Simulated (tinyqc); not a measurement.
What each parameter does: five-level k.p model folded onto the conduction band.

Second-order sums for the lowest conduction level at E: 1/m = 1 + Cm + (Ep/3)(2/E + 1/(E + Dso)) - (Ep2/3)(2/(E7 + D2 - E) + 1/(E7 - E)); g/2 = 1 + Cg - (Ep/3)(1/E - 1/(E + Dso)) - (Ep2/3)(1/(E7 - E) - 1/(E7 + D2 - E)). E is counted from the top of the valence band; E = Eg at the edge.

Parameters, chosen for this exercise (near those of InAs; shifted at random, so the results belong to these values and not to a real crystal): Eg = 0.407 eV (gap at Gamma to the s-like level); Dso = 0.402 eV (spin-orbit splitting); Ep = 22.5 eV (Kane energy); E7 = 4.53 eV (upper Gamma7 conduction level, from the valence top); D2 = 0.14 eV (its spin-orbit splitting, Gamma8 above Gamma7); Ep2 = 4.1 eV (Kane energy to the upper levels); Cm = -2 (remote term in 1/m); Cg = 0 (remote term in g/2).

Mass and g at E = Eg.

One parameter was then changed.

Results before and after:
```
case      m (m0)         g
base     0.02265  -16.3354
changed  0.02287  -17.2090
```

Which of these changes was made? (a) D2 = 0.126 eV; (b) Dso = 0.442 eV; (c) Ep2 = 3.69 eV; (d) Ep = 20.25 eV; (e) Eg = 0.448 eV; (f) E7 = 4.077 eV.

Answer: (b) Dso = 0.442 eV. Of the candidates, run in turn, only this one gives the changed row.

All candidates:
```
case             m (m0)         g
base            0.02265  -16.3354
Eg = 0.448 eV   0.02480  -13.8573
Dso = 0.442 eV  0.02287  -17.2090
Ep = 20.25 eV   0.02529  -14.5040
E7 = 4.077 eV   0.02271  -16.3410
D2 = 0.126 eV   0.02265  -16.3333
Ep2 = 3.69 eV   0.02260  -16.3332
```

(tinyqc, `OMP_NUM_THREADS=1 python tinyqc.py 1080678 1080679 out.jsonl`, Intel(R) Xeon(R) Processor @ 2.30GHz, 1 thread, shared host, about 0.01 s.)
